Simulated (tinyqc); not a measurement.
Mobility of a non-polar semiconductor in the relaxation-time approximation: one step, computed by the program tinyqc. Command: `OMP_NUM_THREADS=1 python tinyqc.py 3002036 3002037 out.jsonl rta walk`. One thread of a shared host (Intel(R) Xeon(R) Processor @ 2.30GHz), about 0.01 s of CPU time with the checks.

Each valley is treated as a sphere of mass m_d for states and rates, with one isotropic relaxation time; the conductivity mass m_c sets the current.

Question. Rates at a few energies. Kane band: hbar^2 k^2/(2 m) = E (1 + alpha E), speed v = hbar k/(m (1 + 2 alpha E)), states per spin, volume and energy g(E) = m k (1 + 2 alpha E)/(2 pi^2 hbar^2); overlap factors are set to 1. Here m = m_d. Masses are multiplied by m_0 and all formulas are in SI units. Phonon occupation N_q = 1/(exp(hbar w/(k_B T)) - 1). Acoustic deformation potential (elastic, equipartition, absorption and emission together): 1/tau = 2 pi k_B T D_A^2 g(E)/(hbar rho v_l^2). Optical or intervalley deformation potential: 1/tau = (pi Z_f D_o^2/(rho w)) [N_q g(E + hbar w) + (N_q + 1) g(E - hbar w)], with g = 0 below the band edge. Each optical term is multiplied by (1 - f(E'))/(1 - f(E)), E' the final energy, for Pauli blocking. Singly charged impurities, momentum relaxation: 1/tau = N_I e^4 m (1 + 2 alpha E) Phi/(8 pi (eps_s eps_0)^2 hbar^3 k^3), with alpha = 0 for a parabolic band. Brooks-Herring: Phi = ln(1 + b) - b/(1 + b), b = 4 k^2 L_s^2.

Inputs (values chosen for the exercise, modelled on holes in germanium):
```
quantity,value,unit
non-parabolicity alpha,0.3,1/eV
static permittivity eps_s,16,-
density rho,5323,kg/m^3
sound velocity v_l,5360,m/s
acoustic deformation potential D_A,4.8,eV
phonon energy hbar w,38.6,meV
optical or intervalley deformation potential D_o,8.6,1e8 eV/cm
final valleys Z_f,1,-
temperature T,300,K
```

Band: Kane. Impurity formula: Brooks-Herring. Further scattering: none.

reduced Fermi level eta = -4.133007

density-of-states mass m_d = 0.298 m_0

ionised impurity density N_I = 6.70e+16 1/cm^3

screening length L_s = 18.52215 nm

Constants: k_B = 8.617333262e-05 eV/K; k_B = 1.380649e-23 J/K; e = 1.602176634e-19 C; hbar = 1.054571817e-34 J s; m_0 = 9.1093837015e-31 kg; hbar = 6.582119569e-16 eV s; eps_0 = 8.8541878128e-12 F/m.

Give: Rates (1e12/s) at E = (max(eta, 0) + 0.5, 1, 2, 4) k_B T.

Answer.

Rates (1e12/s) at E = (max(eta, 0) + 0.5, 1, 2, 4) k_B T:
```
E (meV),acoustic,optical,ionised impurity
12.93,0.3789,0.4549,2.4946
25.85,0.5410,0.5121,1.0379
51.70,0.7798,1.5937,0.4236
103.41,1.1446,3.0733,0.1708
```
